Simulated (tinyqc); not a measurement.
Which single mass stands for the valley: donor in an ellipsoidal valley (Kohn-Luttinger variational method). Computed by tinyqc, a small Python program. Command: `OMP_NUM_THREADS=1 python tinyqc.py 3000639 3000640 out.jsonl kohnlutt walk`. One thread of a shared host (Intel(R) Xeon(R) Processor @ 2.30GHz), about 0.03 s of CPU time with the checks.

H = -(d^2/dx^2 + d^2/dy^2) - gamma d^2/dz^2 - 2/r in units built on m_t, with gamma = m_t/m_l and z along the valley axis. One valley; no valley-orbit or central-cell term.

Inputs (values chosen for the exercise, for a model semiconductor): transverse mass m_t = 0.0727 m_0; longitudinal mass m_l = 1.36 m_0; dielectric constant eps = 11.

Constants: Ry = 13.605693123 eV; a_0 = 0.529177210903 angstrom.

Method:
- Ry* = Ry m_t/eps^2, a* = a_0 eps/m_t, gamma = m_t/m_l.
- Trial function exp(-sqrt((x^2 + y^2)/a^2 + z^2/b^2)) with beta = b/a < 1: E = t/a^2 - u/a, t = (2 + gamma/beta^2)/3, u = 2 arcsin(sqrt(1 - beta^2))/sqrt(1 - beta^2); the best a is 2 t/u and E(beta) = -u^2/(4 t).
- Golden-section search on beta from 0.05 to 0.999, 60 steps.
- Gaussian basis: g = P exp(-al (x^2 + y^2) - be z^2) with P = 1 (s-like), z (2p0) or x (2p+-); al = 0.004 x 2.6^k, k = 0..11, and be/al = 1, gamma^(-1/2) or 1/gamma (36 functions); 1/r = (2/sqrt(pi)) int exp(-t^2 r^2) dt by 48 Gauss-Legendre points after t = sqrt(al_i + al_j) tan(theta); overlap eigenvalues below 1e-10 are dropped.
- A hydrogenic level is Ry m/eps^2 for one mass m; errors are against the Gaussian basis.

gamma = 0.0534559

1s binding energy, Gaussian basis = 16.9787 meV

1s binding energy, trial function = 16.8889 meV

1s binding energy:
```
rule                                      mass (m_0)  binding (meV)  error (%)
transverse mass                               0.0727           8.17     -51.85
conductivity mass 3/(2/m_t + 1/m_l)           0.1062          11.94     -29.66
density-of-states mass (m_t^2 m_l)^(1/3)      0.1930          21.70      27.81
longitudinal mass                             1.3600         152.92     800.68
trial function with a and b                        -          16.89      -0.53
mass that fits 1s                             0.1510          16.98       0.00
```

What follows from these numbers?

The conductivity mass, which is what a spherical trial function (a = b) gives, falls short by 29.7 %, as a restricted variational bound must; the density-of-states mass is off by +27.8 %. The mass that fits lies between the two.

Extremes, crossings and ranges named in words are read from the listed rows.
